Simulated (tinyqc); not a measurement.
# Elastic trap-assisted tunnelling through a dielectric, step by step

tinyqc, about 0.03 s, one thread, Intel Xeon 2.30GHz (shared host): `OMP_NUM_THREADS=1 python tinyqc.py 2370028 2370029 out.jsonl` Printed values are rounded.

Emitter at x = 0 (Fermi level 0), collector at x = t (Fermi level -V), band edge U(x) = phi - F x, F = V/t. A trap at x has the energy E = U(x) - Et. With G(u) = (4/(3 F)) sqrt(mo/C) max(u, 0)^1.5, C = hbar^2/(2 m0): S1 = G(phi - E) - G(Et), S2 = G(Et) - G(phi - V - E), T1,2 = exp(-S1,2). The steady rate through one trap is nu T1 T2 (f1 - f2)/(T1 + T2), f1 = f(E), f2 = f(E + V), f(y) = 1/(1 + exp(y/Vt)); both contacts offer states at E.

Values chosen for this exercise; dielectric values close to those of hafnium oxide:

| symbol | value | unit | meaning |
|---|---|---|---|
| T | 350 | K | temperature |
| phi | 1.48 | eV | barrier above the emitter Fermi level |
| mo | 0.19 | m0 | tunnelling mass |
| t | 6.3 | nm | thickness |
| Et | 1.39 | eV | trap depth below the band edge of the dielectric |
| Nt | 3.9e17 | cm^-3 | trap density |
| nu | 1e14 | 1/s | attempt frequency |
| n | 11 |  | points of the grid |
| V | 0.86 | V | voltage |
| xa | 1.73 | nm | left end of the grid |
| xb | 4.01 | nm | right end of the grid |

Constants: q = 1.602176634e-19 C, kB = 1.380649e-23 J/K, hbar = 1.054571817e-34 J s, m0 = 9.1093837015e-31 kg, Vt = kB T/q, hbar^2/(2 m0) = 0.0380998212 eV nm^2. Results are converted to the units shown.

Range of the model: Phonon-assisted (inelastic) capture, chains of traps and a spread of trap depths are left out.

## Rate through a trap near the best position

n equally spaced x from xa to xb, where nearly all of the current flows; J = q Nt times the integral of the rate, by Simpson's rule.

```
point   x (nm)     E (eV)       S1       S2   f1 - f2  rate (1/s)
0      1.73000  -0.146159   9.4862  21.1176  0.992202     66885.8
1      1.95800  -0.177283  10.7910  20.2173  0.997207   1.65384e5
2      2.18600  -0.208406  12.1080  19.2992  0.999003   4.14665e5
3      2.41400  -0.239530  13.4373  18.3637  0.999645   1.05061e6
4      2.64200  -0.270654  14.7786  17.4111  0.999873   2.55992e6
5      2.87000  -0.301778  16.1319  16.4418  0.999955   4.17318e6
6      3.09800  -0.332902  17.4971  15.4559  0.999984   2.22873e6
7      3.32600  -0.364025  18.8741  14.4538  0.999994   6.27897e5
8      3.55400  -0.395149  20.2627  13.4357  0.999998   1.58321e5
9      3.78200  -0.426273  21.6629  12.4019  0.999999     39072.0
10     4.01000  -0.457397  23.0746  11.3526  0.999998     9523.96
```

J = 0.0166325 A/cm^2

A converged quadrature gives 0.01643 A/cm^2; this grid is 1.2 % above that. The rate peaks at x = 2.87 nm; traps sink below the emitter Fermi level beyond x = 0.659 nm.

## The best-placed trap against direct tunnelling

xs = 2.87 nm

At x = xs: E, S1, S2 and the occupation (T1 f1 + T2 f2)/(T1 + T2). Direct tunnelling at E = 0 has S = (4/(3 F)) sqrt(mo/C) [phi^1.5 - max(phi - V, 0)^1.5].

E = -0.301778 eV
S1 = 16.1319
S2 = 16.4418
occupation = 0.576819
S of direct tunnelling = 28.6241

The harder of the two steps has S = 16.4, 57.4 % of the direct exponent: the trap splits one long tunnelling path into two short ones.
